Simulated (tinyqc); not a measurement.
Transmission against field: band-to-band tunnelling across a p-n junction in a two-band chain.

Sites alternate A at -Eg/2 and C at +Eg/2 with hopping -t; near the edges, with k counted from the zone boundary pi/a, E^2 = (Eg/2)^2 + (t a k)^2, so t = sqrt(c Eg/m)/a gives the mass m, c = hbar^2/2m0. In the gap cosh(q a) = 1 + (Eg^2/4 - e^2)/(2 t^2), e the energy from the local mid-gap. The potential is V0 = Eg + ov on the p side (left), 0 on the n side, and falls linearly over the 2N sites of the junction, V_j = V0 (1 - j/(2N + 1)), j = 1 to 2N, site 1 being A. E = Eg/2 + x ov. A half chain that ends on a site of level e1 with neighbour e2 has g = (1 + z)/(E - e1), z = exp(-/+ i k a) the root with Im g < 0, cos(k a) = (E - e1)(E - e2)/(2 t^2) - 1. S_L = t^2 g (ending on C, shifted by V0), S_R = t^2 g (starting on A). T = 4 Im(S_L) Im(S_R) |G_(1,2N)|^2.

Constants: hbar^2/2m0 = 3.80998211 eV angstrom^2.

Parameters, chosen for this exercise (gap and mass near those of InAs; not measured data):
- Eg = 0.364 eV (gap)
- m = 0.0231 m0 (mass of electron and light hole)
- a = 4 angstrom (period (two sites))
- ov = 0.34 eV (overlap: top of the valence band on the p side above the conduction edge on the n side)
- x = 0.2 (energy above the n-side conduction edge, as a share of ov)

N is varied at fixed V0 and E. WKB: exp(-2 I/F) with I = pi Eg^2/(8 t a), F = V0/((2N + 1) a/2); this is the Landau-Zener result for a uniform field.

Against N:
```
N   F (MV/cm)  exponent  T, chain   T, WKB  ratio
5       3.200     0.420     0.590    0.657  0.898
12      1.408     0.954     0.417    0.385  1.083
18      0.951     1.412     0.279    0.244  1.144
26      0.664     2.022     0.156    0.132  1.175
38      0.457     2.938    0.0647   0.0530  1.221
55      0.317     4.235    0.0187   0.0145  1.292
80      0.219     6.143   0.00261  0.00215  1.216
```

Give the missing row, N = 8, F (MV/cm) = 2.071.

Computed row:
```
N  F (MV/cm)  exponent  T, chain  T, WKB  ratio
8      2.071     0.649     0.521   0.523  0.996
```

T falls from 0.590 at 3.20 to 0.00261 at 0.22 MV/cm. ln T against 1/F has slope -1.345 MV/cm between the rows N = 38 and 80, against -2I = -1.343. The ratio to WKB stays between 0.90 (N = 5) and 1.29 (N = 55): the exponent decides, and the ratio holds the reflections where the field begins and ends and the lattice correction to q, which scales the exponent and so grows with N.

Program tinyqc; command `OMP_NUM_THREADS=1 python tinyqc.py 1482123 1482124 out.jsonl`; about 0.01 s on one thread of a shared Intel(R) Xeon(R) Processor @ 2.30GHz.
